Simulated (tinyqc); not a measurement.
Pariser-Parr-Pople SCF with singles CI, for the molecule [CH2+]c1ccccc1 (SMILES; centres numbered as the heavy atoms are written), step by step. Computed by tinyqc, a small Python program that keeps every step. Settings: charge = 1, gamma = MN, start = huckel, damping = 0.3, iteration cap = 79, excitations kept = 9. Command: `OMP_NUM_THREADS=1 python tinyqc.py 24168 24169 out.jsonl` (the two numbers bound the seeds that draw the settings). One thread of a shared host (Intel(R) Xeon(R) Processor @ 2.60GHz), about 0.01 s of CPU time with the checks. Later iterations appear only in the table of the cycle.

## PPP integrals

Centres (angstrom, eV; a flat drawing with bonds scaled to 1.40 angstrom):
```
centre          x          y  core charge z          W   gamma_rr
1C       2.400000   0.000000              1  11.160000  11.130000
2C       1.000000   0.000000              1  11.160000  11.130000
3C       0.300000   1.212000              1  11.160000  11.130000
4C      -1.100000   1.212000              1  11.160000  11.130000
5C      -1.800000   0.000000              1  11.160000  11.130000
6C      -1.100000  -1.212000              1  11.160000  11.130000
7C       0.300000  -1.212000              1  11.160000  11.130000
```

Resonance integrals (eV):
```
i  j       beta
1  2  -2.210000
2  3  -2.210000
3  4  -2.210000
4  5  -2.210000
5  6  -2.210000
6  7  -2.210000
7  2  -2.210000
```

Mataga-Nishimoto: gamma = 14.399645/(R + a), a = 2 x 14.399645/(gamma_rr + gamma_ss); H_rr = -W_r - sum_(s != r) z_s gamma_rs; H_rs = beta for bonds.

repulsion gamma_rs (eV), lower triangle:
```
           1C         2C         3C         4C         5C         6C         7C
1C  11.130000
2C   5.345539  11.130000
3C   3.872515   5.346287  11.130000
4C   2.881267   3.872515   5.345539  11.130000
5C   2.621087   3.517455   3.872515   5.346287  11.130000
6C   2.881267   3.872515   3.518103   3.873196   5.346287  11.130000
7C   3.872515   5.346287   3.873196   3.518103   3.872515   5.345539  11.130000
```

core matrix H (eV), lower triangle:
```
            1C          2C          3C          4C          5C          6C          7C
1C  -32.634190
2C   -2.210000  -38.460598
3C    0.000000   -2.210000  -36.988155
4C    0.000000    0.000000   -2.210000  -35.996907
5C    0.000000    0.000000    0.000000   -2.210000  -35.736146
6C    0.000000    0.000000    0.000000    0.000000   -2.210000  -35.996907
7C    0.000000   -2.210000    0.000000    0.000000    0.000000   -2.210000  -36.988155
```

## Starting guess

pi electrons, sum of z_r less the charge = 6

Orbitals of the Hueckel matrix of the beta values.

P at the start, lower triangle:
```
           1C         2C         3C         4C        5C        6C        7C
1C   0.428571
2C   0.635034   1.000000
3C   0.285714   0.522554   0.857143
4C  -0.112480   0.000000   0.705037   1.000000
5C  -0.285714  -0.224960   0.142857   0.635034  0.857143
6C  -0.112480   0.000000  -0.294963   0.000000  0.635034  1.000000
7C   0.285714   0.522554  -0.142857  -0.294963  0.142857  0.705037  0.857143
```

## Iteration 1: Fock matrix

F_rr = H_rr + P_rr gamma_rr / 2 + sum_(s != r) P_ss gamma_rs; F_rs = H_rs - P_rs gamma_rs / 2; E = tr P (H + F) / 2 + core repulsion sum_(r<s) z_r z_s gamma_rs.

F (eV), lower triangle:
```
            1C          2C         3C         4C         5C         6C         7C
1C  -10.255874
2C   -3.907299  -10.679598
3C   -0.553216   -3.606862  -9.709396
4C    0.162042    0.000000  -4.094401  -9.271428
5C    0.374441    0.395643  -0.276608  -3.907537  -8.994197
6C    0.162042    0.000000   0.518855   0.000000  -3.907537  -9.271428
7C   -0.553216   -3.606862   0.276657   0.518855  -0.276608  -4.094401  -9.709396
```

pi energy = -78.481750 eV

## Iteration 1: orbitals and new P

Diagonalise F (the basis is taken as orthonormal) and form P = 2 sum c c over the lowest orbitals; 0.3 of the old P is kept.

orbital energies (eV): -17.726906  -15.032490  -14.255814  -8.850487  -5.001667  -4.795568  -2.228385

P after iteration 1, lower triangle:
```
           1C         2C         3C         4C        5C        6C        7C
1C   0.509587
2C   0.690969   1.005398
3C   0.278457   0.489852   0.864596
4C  -0.129964  -0.002045   0.718588   0.968993
5C  -0.297787  -0.200195   0.178146   0.621440  0.817836
6C  -0.129964  -0.002045  -0.279322   0.023048  0.621440  0.968993
7C   0.278457   0.489852  -0.189459  -0.279322  0.178146  0.718588  0.864596
```

## Iteration 2: Fock matrix

As before.

F (eV), lower triangle:
```
            1C          2C         3C         4C         5C         6C         7C
1C  -10.000143
2C   -4.056800  -10.515197
3C   -0.539164   -3.519446  -9.723505
4C    0.187231    0.003960  -4.130619  -9.453827
5C    0.390262    0.352088  -0.344936  -3.871199  -9.255420
6C    0.187231    0.003960   0.491342  -0.044636  -3.871199  -9.453827
7C   -0.539164   -3.519446   0.366906   0.491342  -0.344936  -4.130619  -9.723505
```

pi energy = -78.586238 eV

## Iteration 2: orbitals and new P

As before.

orbital energies (eV): -17.681805  -15.147907  -14.384296  -8.630606  -5.115307  -4.799935  -2.365568

P after iteration 2, lower triangle:
```
           1C         2C         3C         4C        5C        6C        7C
1C   0.542053
2C   0.714979   1.008185
3C   0.276396   0.474664   0.861541
4C  -0.132530  -0.003097   0.723794   0.960214
5C  -0.298506  -0.192012   0.192050   0.617166  0.806252
6C  -0.132530  -0.003097  -0.273686   0.027877  0.617166  0.960214
7C   0.276396   0.474664  -0.206121  -0.273686  0.192050  0.723794  0.861541
```

## Iteration 3: Fock matrix

As before.

F (eV), lower triangle:
```
           1C          2C         3C         4C         5C         6C         7C
1C  -9.909190
2C  -4.120974  -10.467550
3C  -0.535174   -3.478845  -9.734391
4C   0.190927    0.005997  -4.144535  -9.521362
5C   0.391206    0.337697  -0.371858  -3.859775  -9.342520
6C   0.190927    0.005997   0.481427  -0.053986  -3.859775  -9.521362
7C  -0.535174   -3.478845   0.399174   0.481427  -0.371858  -4.144535  -9.734391
```

pi energy = -78.623420 eV

## Iteration 3: orbitals and new P

As before.

orbital energies (eV): -17.676883  -15.182015  -14.438410  -8.556149  -5.162532  -4.803057  -2.411720

P after iteration 3, lower triangle:
```
           1C         2C         3C         4C        5C        6C        7C
1C   0.555435
2C   0.725729   1.010051
3C   0.275674   0.467355   0.858126
4C  -0.131883  -0.003943   0.726009   0.957879
5C  -0.296907  -0.189402   0.197996   0.615728  0.802503
6C  -0.131883  -0.003943  -0.271428   0.028451  0.615728  0.957879
7C   0.275674   0.467355  -0.212446  -0.271428  0.197996  0.726009  0.858126
```

## Convergence

Stop when output and input P, before any damping, agree to 1e-7.

Course of the cycle:
```
iteration        E (eV)  largest |P(out) - P(in)|
1          -78.48175030                  1.16e-01
2          -78.58623761                  4.64e-02
3          -78.62341983                  1.91e-02
4          -78.63605812                  8.12e-03
5          -78.64024395                  3.56e-03
6          -78.64160836                  1.70e-03
7          -78.64204835                  8.59e-04
8          -78.64218914                  4.41e-04
9          -78.64223392                  2.30e-04
10         -78.64224810                  1.21e-04
11         -78.64225257                  6.39e-05
12         -78.64225397                  3.40e-05
13         -78.64225441                  1.82e-05
14         -78.64225455                  9.73e-06
15         -78.64225459                  5.23e-06
16         -78.64225461                  2.81e-06
17         -78.64225461                  1.52e-06
18         -78.64225461                  8.19e-07
19         -78.64225461                  4.43e-07
20         -78.64225461                  2.39e-07
21         -78.64225461                  1.30e-07
22         -78.64225461                  7.01e-08
```

Converged in 22 iterations.

## Converged orbitals

Charges are z - P_rr.

orbital energies (eV): -17.676519  -15.202099  -14.481131  -8.507645  -5.198270  -4.803925  -2.443943

coefficients:
```
         MO1        MO2        MO3        MO4        MO5        MO6        MO7
1C  0.316639  -0.427356   0.000000   0.721398   0.000000  -0.407339  -0.175402
2C  0.547040  -0.455301   0.000000  -0.092272   0.000000   0.563047   0.409770
3C  0.397896  -0.027030   0.517193  -0.392449  -0.482194  -0.190174  -0.388285
4C  0.314316   0.384045   0.482194   0.025871   0.517193  -0.289817   0.411159
5C  0.293691   0.560023   0.000000   0.402118   0.000000   0.526054  -0.402105
6C  0.314316   0.384045  -0.482194   0.025871  -0.517193  -0.289817   0.411159
7C  0.397896  -0.027030  -0.517193  -0.392449   0.482194  -0.190174  -0.388285
```

pi charges: 1C 0.434214, 2C -0.013105, 3C 0.146918, 4C 0.042408, 5C 0.200240, 6C 0.042408, 7C 0.146918

## Singles CI, singlets

Over the 9 single excitations with the smallest orbital gaps: A = (e_a - e_i) delta + 2 (ia|jb) - (ij|ab), with (pq|rs) = sum c_mp c_mq gamma_mn c_nr c_ns. f = 2/3 w |mu|^2 in atomic units, mu = sqrt2 sum c_ia sum_m c_mi c_ma R_m.

singlet CI matrix (eV), lower triangle:
```
           3>4        2>4       1>4       3>5        3>6       2>5       2>6       3>7
3>4   2.705866
2>4   0.000000   4.239700
1>4   0.000000   0.051808  5.777273
3>5   0.000000   0.445076  0.318610  6.378417
3>6   0.188965   0.000000  0.000000  0.000000   5.997209
2>5  -0.423337   0.000000  0.000000  0.000000  -0.647311  6.374458
2>6   0.000000  -0.076138  0.224880  0.276450   0.000000  0.000000  7.260841
3>7   0.311564   0.000000  0.000000  0.000000  -0.023932  0.145010  0.000000  8.329572
1>5   0.221061   0.000000  0.000000  0.000000   0.085230  0.082080  0.000000  0.246633

          1>5
1>5  8.701331
```

singlet excitation energies (eV): 2.627568  4.145391  5.510683  5.641194  6.468327  6.901949  7.401321  8.219077  8.849159

oscillator strengths: 0.066138  0.667898  0.019312  0.229074  0.589098  0.772892  0.143215  0.006967  0.009243

## Singles CI, triplets

Over the 9 single excitations with the smallest orbital gaps: A = (e_a - e_i) delta - (ij|ab), with (pq|rs) = sum c_mp c_mq gamma_mn c_nr c_ns.

triplet CI matrix (eV), lower triangle:
```
           3>4        2>4        1>4       3>5       3>6        2>5       2>6        3>7
3>4   1.542512
2>4   0.000000   1.777631
1>4   0.000000   0.753157   4.186988
3>5   0.000000  -0.124962  -0.709524  3.323663
3>6  -0.538293   0.000000   0.000000  0.000000  4.948562
2>5  -0.124962   0.000000   0.000000  0.000000  0.351744   5.186496
2>6   0.000000  -0.195836  -0.953550  0.351744  0.000000   0.000000  4.912898
3>7  -0.630928   0.000000   0.000000  0.000000  0.144364  -0.649401  0.000000   6.600065
1>5  -0.709524   0.000000   0.000000  0.000000  0.117772  -0.519510  0.000000  -1.290621

          1>5
1>5  7.321687
```

triplet excitation energies (eV): 1.254769  1.556373  2.959862  3.816018  4.324865  5.354651  5.868927  6.358433  8.306606
